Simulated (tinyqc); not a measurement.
Worked calculation: exciton in a hard-walled quantum well (variational). Values are carried at full precision from step to step, so a last printed digit may differ when a step is redone from the rounded ones.

Constants: Ry = 13.60569312 eV; a0 (Bohr radius) = 0.5291772105 angstrom; hbar^2/2m0 = 3.80998211 eV angstrom^2; e^2/(4 pi eps0) = 14.39964547 eV angstrom.

Inputs chosen for the exercise (near those of ZnSe; not measured data): me = 0.152 m0 (electron mass); mh = 0.419 m0 (hole mass); eps = 8.8 (dielectric constant); Eg = 2.794 eV (gap); L = 33 angstrom (well width); lams = (17, 24, 29, 34, 41, 51, 69) angstrom (trial lengths).

## Exciton units

1/mu = 1/me + 1/mh, Ry* = Ry mu/eps^2, a* = a0 eps/mu.

mu = 0.11154 m0
Ry* = 19.596 meV
a* = 41.75 angstrom

## Hydrogen-like series

Binding Ry*/n^2 in three dimensions and Ry*/(n - 1/2)^2 in two; strengths relative to n = 1 go as 1/n^3 and (1/2)^3/(n - 1/2)^3. Lines at Eg less the binding.

Series:
```
n  3D binding (meV)  3D line (eV)  3D strength  2D binding (meV)  2D line (eV)  2D strength
1             19.60        2.7744       1.0000             78.39        2.7156       1.0000
2              4.90        2.7891       0.1250              8.71        2.7853       0.0370
3              2.18        2.7918       0.0370              3.14        2.7909       0.0080
4              1.22        2.7928       0.0156              1.60        2.7924       0.0029
```

## The form factor

Electron and hole in the lowest states cos(pi z/L) of a hard-walled well; relative motion in the plane exp(-rho/lam). E(lam) = c/(mu lam^2) - (q/eps) <1/r>, <1/r> = integral over k from 0 to infinity of F(kL) (1 + (k lam/2)^2)^(-3/2), F(x) = [3x + 8 pi^2/x - 32 pi^4 (1 - exp(-x))/(x^2 (x^2 + 4 pi^2))]/(x^2 + 4 pi^2); c = hbar^2/2m0, q = e^2/(4 pi eps0). E is counted from the subband edge.

F at k = 0.5/a*, 1/a*, 2/a*, 4/a* and 8/a*.

Form factor:
```
k a*     k L       F
0.5   0.3952  0.9232
1.0   0.7904  0.8551
2.0   1.5808  0.7406
4.0   3.1616  0.5745
8.0   6.3233  0.3835
```

## Scan over the trial length

Evaluate the integral numerically for each lam.

Scan:
```
lam (angstrom)  <1/r> (1/angstrom)  kinetic (meV)  Coulomb (meV)  E (meV)
17                         0.07532        118.196       -123.246   -5.050
24                         0.05877         59.303        -96.174  -36.871
29                         0.05091         40.617        -83.312  -42.695
34                         0.04495         29.549        -73.559  -44.010
41                         0.03866         20.320        -63.266  -42.945
51                         0.03226         13.133        -52.788  -39.655
69                         0.02489          7.175        -40.732  -33.558
```

## The minimum

Minimise E over lam.

lam = 34.3 angstrom
binding energy = 44.01 meV
in Ry* = 2.246
lam/a* = 0.822

The strict two-dimensional limit is 4 Ry* with lam = a*/2; L/a* = 0.79 here.

## Checks

- Binding of a very thin well (L = a*/5000) against 4 Ry*, meV: both 78.4.
- F(3) from a double integral on a grid against the closed form: both 0.5885.

(tinyqc, `OMP_NUM_THREADS=1 python tinyqc.py 1282469 1282470 out.jsonl`, Intel(R) Xeon(R) Processor @ 2.30GHz, 1 thread, shared host, about 0.03 s.)
